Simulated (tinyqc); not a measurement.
Inside a calculation. Method: Luttinger-Kohn k.p, four valence bands. Computed by tinyqc, a small Python program that keeps every step. Settings: g1 = 13.12, g2 = 5.1, g3 = 6.17. Command: `OMP_NUM_THREADS=1 python tinyqc.py 21788 21789 out.jsonl` (the two numbers bound the seeds that draw the settings). One thread of a shared host (Intel(R) Xeon(R) Processor @ 2.60GHz), about 0.01 s of CPU time with the checks.

## Bloch Hamiltonian at k

Luttinger parameters chosen for this model; energies are counted downward from the top of the valence band:
```
parameter      value  unit
g1         13.120000
g2          5.100000
g3          6.170000
```

k point k (1/angstrom): 0.017000  0.022000  0.035000

P = c g1 k^2, Q = c g2 (kx^2 + ky^2 - 2 kz^2), R = c sqrt3 [-g2 (kx^2 - ky^2) + 2i g3 kx ky], S = 2 c sqrt3 g3 (kx - i ky) kz, c = hbar^2/2m = 3.809982 eV angstrom^2; rows [P+Q, -S, R, 0], [-S*, P-Q, 0, R], [R*, 0, P-Q, S], [0, R*, S*, P+Q]. The path ends lie at |k| = 0.04 1/angstrom.

H(k) at k (eV), lower triangle (Hermitian):
```
                      3/2                 1/2                -1/2      -3/2
3/2              0.067288
1/2   -0.048452-0.062703i            0.132460
-1/2   0.006563-0.030456i            0.000000            0.132460
-3/2             0.000000  0.006563-0.030456i  0.048452+0.062703i  0.067288
```

## Levels at k

Diagonalise the Hermitian matrix.

eigenvalues (eV): 0.008705  0.008705  0.191043  0.191043

## Bands along a path

The same steps at evenly spaced points between the labelled ones.

Bands along the path (eV):
```
k               band 1    band 2    band 3    band 4
[111]         0.004755  0.004755  0.155203  0.155203
[111]-G 0.20  0.003043  0.003043  0.099330  0.099330
[111]-G 0.40  0.001712  0.001712  0.055873  0.055873
[111]-G 0.60  0.000761  0.000761  0.024833  0.024833
[111]-G 0.80  0.000190  0.000190  0.006208  0.006208
G             0.000000  0.000000  0.000000  0.000000
G-[100] 0.20  0.000712  0.000712  0.005686  0.005686
G-[100] 0.40  0.002848  0.002848  0.022745  0.022745
G-[100] 0.60  0.006408  0.006408  0.051177  0.051177
G-[100] 0.80  0.011392  0.011392  0.090981  0.090981
[100]         0.017800  0.017800  0.142158  0.142158
```

## Hole masses

E = c [g1 k^2 -/+ 2 sqrt(g2^2 k^4 + 3 (g3^2 - g2^2)(kx^2 ky^2 + ky^2 kz^2 + kz^2 kx^2))] with c = hbar^2/2m, and m* = hbar^2 k^2 / (2 E).

Masses (electron masses):
```
direction     heavy     light
[100]      0.342466  0.042882
[110]      0.782052  0.040062
[111]      1.282051  0.039277
```
